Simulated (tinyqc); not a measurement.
Thermal displacements in the Debye model: Debye-Waller factors, bond-length spread and the Lindemann rule: one step, computed by the program tinyqc. Command: `OMP_NUM_THREADS=1 python tinyqc.py 3025862 3025863 out.jsonl debyewaller walk`. One thread of a shared host (Intel(R) Xeon(R) Processor @ 2.30GHz), about 0.01 s of CPU time with the checks.

A Debye spectrum with three branches of one velocity, cut at k_B Theta; 2 atoms per cube, nearest neighbours at d = 0.866025 a.

Task: Mean-square displacement. <u_x^2> = (3 hbar^2/(2 M k_B Theta)) int_0^1 s coth(s Theta/(2T)) ds (64 Gauss-Legendre points); it tends to 3 hbar^2/(4 M k_B Theta) at T = 0 and to 3 hbar^2 T/(M k_B Theta^2) at high T. B = 8 pi^2 <u_x^2>.

Inputs (values chosen for the exercise, modelled on molybdenum):
```
quantity,value,unit
atomic mass M,95.95,u
Debye temperature Theta,377,K
lattice constant a,3.147,angstrom
temperature T,1600,K
Lindemann ratio x_L,0.1,-
```

Structure: bcc.

Constants: hbar^2/u = 4.18015928e-03 eV angstrom^2; k_B = 8.617333262e-05 eV/K.

Give: <u_x^2>; zero-point value; classical value; B factor.

Result:

<u_x^2> = 0.01710 angstrom^2

zero-point value = 0.001006 angstrom^2

classical value = 0.01707 angstrom^2

B factor = 1.350 angstrom^2

The zero-point value is 5.9 % and the classical value 99.8 % of the full result; the two are limits, not parts that add. Caution: the displacement is near or above the Lindemann value, where anharmonic terms matter.
